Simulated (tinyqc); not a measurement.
Virtual-crystal alloy in the empirical-pseudopotential method: one step. The six lowest plane waves at X. Three cases, with inputs chosen for the exercise.

Task: k = (1,0,0) with the small basis G = (0,0,0), (-2,0,0), (-1,1,1), (-1,-1,-1), (-1,1,-1), (-1,-1,1) in place of the full one.

Empirical pseudopotential on the fcc lattice, atoms at +/- tau, tau = a (1,1,1)/8, no spin-orbit coupling. H(G,G') = c (2 pi/a)^2 |k + G|^2 delta + VS(q) cos(q.tau) + i VA(q) sin(q.tau), q = G - G', c = hbar^2/2m0; k and G in units of 2 pi/a; VS at |q|^2 = 3, 8, 11 and VA at 3, 4, 11, in rydberg, zero elsewhere. At each k the basis holds all G with |k + G|^2 up to 16; energies are counted from the fourth level at Gamma.

Constants: hbar^2/2m0 = 3.80998211 eV angstrom^2; Ry = 13.60569312 eV.

Give: H in this small basis.

Case 1.

a = 5.589170 angstrom

VS at 3, 8, 11 (Ry): [-0.2248041, 0.0171581, 0.0644810]

VA at 3, 4, 11 (Ry): [0.0000000, 0.0000000, 0.0000000]

Result:

H in this small basis (eV), rows 000, -200, -1+1+1, -1-1-1, -1+1-1, -1-1+1 and columns alike:
$$\begin{pmatrix}
4.815 & 0 & -2.163 & 2.163 & -2.163 & -2.163 \\
0 & 4.815 & 2.163 & -2.163 & -2.163 & -2.163 \\
-2.163 & 2.163 & 9.630 & -0.233 & 0 & 0 \\
2.163 & -2.163 & -0.233 & 9.630 & 0 & 0 \\
-2.163 & -2.163 & 0 & 0 & 9.630 & 0.233 \\
-2.163 & -2.163 & 0 & 0 & 0.233 & 9.630
\end{pmatrix}$$

Case 2.

a = 5.683770 angstrom

VS at 3, 8, 11 (Ry): [-0.2264292, 0.0178926, 0.0641069]

VA at 3, 4, 11 (Ry): [0.0890090, 0.0570343, 0.0133607]

Result:

H in this small basis (eV), rows 000, -200, -1+1+1, -1-1-1, -1+1-1, -1-1+1 and columns alike:
$$\begin{pmatrix}
4.656 & 0.776i & -2.178-0.856i & 2.178+0.856i & -2.178+0.856i & -2.178+0.856i \\
-0.776i & 4.656 & 2.178-0.856i & -2.178+0.856i & -2.178-0.856i & -2.178-0.856i \\
-2.178+0.856i & 2.178+0.856i & 9.312 & -0.243 & 0.776i & 0.776i \\
2.178-0.856i & -2.178-0.856i & -0.243 & 9.312 & -0.776i & -0.776i \\
-2.178-0.856i & -2.178+0.856i & -0.776i & 0.776i & 9.312 & 0.243 \\
-2.178-0.856i & -2.178+0.856i & -0.776i & 0.776i & 0.243 & 9.312
\end{pmatrix}$$

Case 3.

a = 5.463780 angstrom

VS at 3, 8, 11 (Ry): [-0.2147400, 0.0339000, 0.0772600]

VA at 3, 4, 11 (Ry): [0.0000000, 0.0000000, 0.0000000]

Result:

H in this small basis (eV), rows 000, -200, -1+1+1, -1-1-1, -1+1-1, -1-1+1 and columns alike:
$$\begin{pmatrix}
5.038 & 0 & -2.066 & 2.066 & -2.066 & -2.066 \\
0 & 5.038 & 2.066 & -2.066 & -2.066 & -2.066 \\
-2.066 & 2.066 & 10.077 & -0.461 & 0 & 0 \\
2.066 & -2.066 & -0.461 & 10.077 & 0 & 0 \\
-2.066 & -2.066 & 0 & 0 & 10.077 & 0.461 \\
-2.066 & -2.066 & 0 & 0 & 0.461 & 10.077
\end{pmatrix}$$

Computed by tinyqc, one run a case: `OMP_NUM_THREADS=1 python tinyqc.py N N+1 out.jsonl` with N = 1050925, 1051038, 1051241; one thread of a shared Intel(R) Xeon(R) Processor @ 2.30GHz, about 0.4 s a run at most.
